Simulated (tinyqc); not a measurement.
Inside a calculation. Method: Hubbard ring of 3 sites. Computed by tinyqc, a small Python program that keeps every step. Settings: hopping = 1.23, U = 1.4, mixing = 0.5, iteration cap = 63. Command: `OMP_NUM_THREADS=1 python tinyqc.py 29220 29221 out.jsonl` (the two numbers bound the seeds that draw the settings). One thread of a shared host (Intel(R) Xeon(R) Processor @ 2.60GHz), about 0.2 s of CPU time with the checks. Later iterations appear only in the table of the cycle.

## Mean-field iteration 1

one-body matrix (hopping and site energies) (eV), order 1, 2, 3:
```
[[0.000000, -1.230000, -1.230000],
 [-1.230000, 0.000000, -1.230000],
 [-1.230000, -1.230000, 0.000000]]
```

U = 1.400000 eV

electrons, up and down: [2, 1]

mixing = 0.500000

n(up) at the start (a guess, not normalised): [0.667000, 0.667000, 0.667000]

n(down) at the start (a guess): [0.333000, 0.333000, 0.333000]

H(up) = T + U n(down), H(down) = T + U n(up); fill the lowest levels; n(new) = n + mixing (n(out) - n); E = tr T (rho up + rho down) + U sum n_up n_down of the output.

levels, up (eV): [-1.993800, 1.696200, 1.696200]

levels, down (eV): [-1.526200, 2.163800, 2.163800]

energy = -2.756667 eV

n(up) after iteration 1: [0.572983, 0.594479, 0.833037]

n(down) after iteration 1: [0.333167, 0.333167, 0.333167]

The highest filled level is degenerate with an empty one, so which vector is filled is an arbitrary choice.

## Mean-field iteration 2

As before.

levels, up (eV): [-1.993567, 1.696433, 1.696433]

levels, down (eV): [-1.533577, 2.046992, 2.287285]

energy = -2.765838 eV

n(up) after iteration 2: [0.453158, 0.713906, 0.833185]

n(down) after iteration 2: [0.344733, 0.341764, 0.313253]

The highest filled level is degenerate with an empty one, so which vector is filled is an arbitrary choice.

## Mean-field iteration 3

As before.

levels, up (eV): [-1.993557, 1.682606, 1.710601]

levels, down (eV): [-1.540236, 2.017349, 2.323237]

energy = -2.774262 eV

n(up) after iteration 3: [0.464134, 0.620007, 0.915984]

n(down) after iteration 3: [0.367399, 0.329971, 0.302505]

## Convergence

Each step fills the lowest levels of T + U n(other spin) and sets n(new) = n + mixing (n(out) - n); stop when output and input agree to 1e-8.

Course of the cycle:
```
iteration       E (eV)  largest |n(out) - n(in)|  mean |n_up - n_down|
1          -2.75666667                  3.32e-01              0.333333
2          -2.76583836                  2.40e-01              0.348644
3          -2.77426191                  1.88e-01              0.333333
4          -2.78360064                  1.08e-01              0.352701
5          -2.78630963                  3.56e-02              0.350861
6          -2.78705845                  3.15e-02              0.363258
7          -2.78751843                  2.37e-02              0.370797
8          -2.78788889                  2.42e-02              0.377472
9          -2.78821486                  2.39e-02              0.383201
10         -2.78850805                  2.32e-02              0.388169
11         -2.78877120                  2.21e-02              0.392477
...                ...                       ...                   ...
53         -2.79023049                  2.34e-04              0.415081
54         -2.79023052                  2.09e-04              0.415081
55         -2.79023054                  1.86e-04              0.415081
56         -2.79023056                  1.66e-04              0.415082
57         -2.79023058                  1.48e-04              0.415082
58         -2.79023059                  1.32e-04              0.415082
59         -2.79023060                  1.18e-04              0.415082
60         -2.79023060                  1.06e-04              0.415082
61         -2.79023061                  9.42e-05              0.415082
62         -2.79023061                  8.41e-05              0.415083
63         -2.79023062                  7.50e-05              0.415083
```

Not converged within 63 iterations: the residual falls steadily but slowly, by a factor of about 0.89 a step. The lowest mean-field energy found from random starts is -2.79023 eV. Reruns (cap 100 unless said): mixing 0.2: not converged; mixing 0.9: converged in 80 (E = -2.79023); the original settings with a cap of 400: converged in 142 (E = -2.79023).

## The many-body Hamiltonian

Basis: all placements (u, d, 2, 0 on each site), up operators ordered before down ones; hops carry the sign of the same-spin electrons passed.

H (eV), order 2u0, u20, uud, 20u, udu, u02, duu, 02u, 0u2:
```
[[1.400000, -1.230000, -1.230000, -1.230000, 0.000000, 0.000000, 1.230000, 0.000000, 0.000000],
 [-1.230000, 1.400000, -1.230000, 0.000000, -1.230000, 0.000000, 0.000000, 1.230000, 0.000000],
 [-1.230000, -1.230000, 0.000000, 0.000000, 0.000000, -1.230000, 0.000000, 0.000000, 1.230000],
 [-1.230000, 0.000000, 0.000000, 1.400000, -1.230000, -1.230000, -1.230000, 0.000000, 0.000000],
 [0.000000, -1.230000, 0.000000, -1.230000, 0.000000, -1.230000, 0.000000, -1.230000, 0.000000],
 [0.000000, 0.000000, -1.230000, -1.230000, -1.230000, 1.400000, 0.000000, 0.000000, -1.230000],
 [1.230000, 0.000000, 0.000000, -1.230000, 0.000000, 0.000000, 0.000000, -1.230000, -1.230000],
 [0.000000, 1.230000, 0.000000, 0.000000, -1.230000, 0.000000, -1.230000, 1.400000, -1.230000],
 [0.000000, 0.000000, 1.230000, 0.000000, 0.000000, -1.230000, -1.230000, -1.230000, 1.400000]]
```

## Exact diagonalisation (9 states)

Lowest levels of the sector, and the double occupancy of the lowest state.

lowest levels (eV): [-2.851259, -2.851259, 0.000000, 0.947578, 0.947578, 1.400000]

double occupancy per site = 0.176138

## The lowest level by Lanczos steps

From a random start vector (not printed): a_j = <q_j|H|q_j>, b_j = norm of the remainder after orthogonalising; the Ritz value is the lowest eigenvalue of the tridiagonal matrix of a and b so far.

Lanczos:
```
j   a_j (eV)  b_j (eV)  lowest Ritz value (eV)
1  -0.181599  3.205119             -0.18159852
2   1.677395  1.716355             -2.58927862
3   1.494156  0.263626             -2.85019966
4   1.132471  0.290032             -2.85125150
5   0.077577         0             -2.85125916
```
